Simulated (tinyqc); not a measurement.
Changing the share f_2 of kappa: heat flow across a film from the phonon Boltzmann equation in the relaxation-time approximation. Computed by tinyqc, a small Python program. Command: `OMP_NUM_THREADS=1 python tinyqc.py 3025506 3025507 out.jsonl slabbte sweep`. One thread of a shared host (Intel(R) Xeon(R) Processor @ 2.30GHz), about 0.03 s of CPU time with the checks.

Two black walls, hot at x = 0 and cold at x = L, emit phonons isotropically. For one free path Lambda, with tau = x/Lambda, tau_L = L/Lambda and phi = (T - T_cold)/Delta T, energy balance gives phi(tau) = (1/2) [E2(tau) + int_0^tau_L phi(s) E1(|tau - s|) ds]; E_n are the exponential integrals. The flux over the ballistic flux C v Delta T/4 is psi = 1 - 2 int_0^tau_L phi(s) E2(s) ds, and kappa_eff/kappa = (3/4) tau_L psi. kappa = C v Lambda/3 is an input, so at fixed kappa a longer free path means a smaller C v.

Inputs (values chosen for the exercise, modelled on silicon):
```
quantity,value,unit
bulk conductivity kappa,141,W/(m K)
film thickness L,300,nm
wall temperature difference Delta T,9.8,K
free path Lambda_1,130,nm
free path Lambda_2,560,nm
free path Lambda_3,9600,nm
share f_3 of kappa,0.076,-
```

Free-path groups: three.

Method:
- Cut the film into n equal cells with constant phi, collocated at the centres c_i: the kernel integrates to A_ij = |E2(|c_i - e_j|) - E2(|c_i - e_(j+1)|)|/2 for cell edges e_j, and A_ii = 1 - E2(half a cell); solve (1 - A) phi = E2(c)/2; psi = 1 - 2 sum_j phi_j [E3(e_j) - E3(e_(j+1))].
- Each group is solved on its own with 150 and 300 cells, psi = (4 psi(300) - psi(150))/3, and weighted by its share of kappa (f_1 is what the others leave); exchange of energy between groups inside the film is left out.
- Flux J = kappa_eff Delta T/L; apparent boundary resistance per wall (L/kappa_eff - L/kappa)/2.

One run for each value:
```
share f_2 of kappa,kappa_eff/kappa,apparent resistance per wall (m^2 K/GW),flux J (GW/m^2)
0.02,0.56704,0.8123,2.6118
0.12,0.53286,0.9326,2.4544
0.22,0.49868,1.0694,2.2969
0.32,0.46451,1.2264,2.1395
0.42,0.43033,1.4083,1.9821
0.52,0.39615,1.6216,1.8247
0.62,0.36198,1.8751,1.6673
```

What does the table show, and why?

Over the rows, kappa_eff/kappa falls from 0.567 to 0.362 (exponent d ln y / d ln x -0.035 between the first rows and -0.51 between the last); apparent resistance per wall (m^2 K/GW) rises from 0.812 to 1.88 (exponent d ln y / d ln x 0.077 between the first rows and 0.83 between the last); flux J (GW/m^2) falls from 2.61 to 1.67 (exponent d ln y / d ln x -0.035 between the first rows and -0.51 between the last). Moving conductivity from short to long free paths at fixed kappa makes more of it vulnerable to the walls.
